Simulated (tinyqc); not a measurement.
sp3s* tight binding: one step. Levels at this k. The numbers come from values chosen for the exercise (near a published set for GaAs, fitted to gaps, whose masses and valley positions are rough).

H(k) (eV):
```
             sa          xa          ya          za         s*a          sc         xc         yc         zc
sa    -8.237000           0           0           0           0   -5.816894  1.319284i  1.319284i  -0.428661
xa            0    1.046000           0           0           0  -1.687825i   1.764696  -0.477839  1.470639i
ya            0           0    1.046000           0           0  -1.687825i  -0.477839   1.764696  1.470639i
za            0           0           0    1.046000           0    0.548408  1.470639i  1.470639i   1.764696
s*a           0           0           0           0    8.510000           0  1.411860i  1.411860i  -0.458741
sc    -5.816894   1.687825i   1.687825i    0.548408           0   -2.667000          0          0          0
xc   -1.319284i    1.764696   -0.477839  -1.470639i  -1.411860i           0   3.691000          0          0
yc   -1.319284i   -0.477839    1.764696  -1.470639i  -1.411860i           0          0   3.691000          0
zc    -0.428661  -1.470639i  -1.470639i    1.764696   -0.458741           0          0          0   3.691000
s*c           0   1.392757i   1.392757i    0.452534           0           0          0          0          0

            s*c
sa            0
xa   -1.392757i
ya   -1.392757i
za     0.452534
s*a           0
sc            0
xc            0
yc            0
zc            0
s*c    6.763000
```

Question. Diagonalise H, which belongs to k = (0.2, 0.2, 0) (2 pi/a). Four bands are filled (two electrons each); give the make-up of band 5, the lowest empty one.

Give: levels; weights of band 5; weight of band 5 on atom a.

Answer.

levels (eV): -12.1654  -2.2976  -0.7418  -0.2350  2.3855  4.2402  4.9720  5.4358  7.5861  9.4003

weights of band 5: s 0.667, p 0.288, s* 0.045

weight of band 5 on atom a = 0.377

The vertical gap at this k is 2.6204 eV; band 5 is mostly s-like.

Run: tinyqc, `OMP_NUM_THREADS=1 python tinyqc.py 1452112 1452113 out.jsonl`; Intel(R) Xeon(R) Processor @ 2.30GHz, one thread, shared host; about 0.07 s of CPU time with all checks.
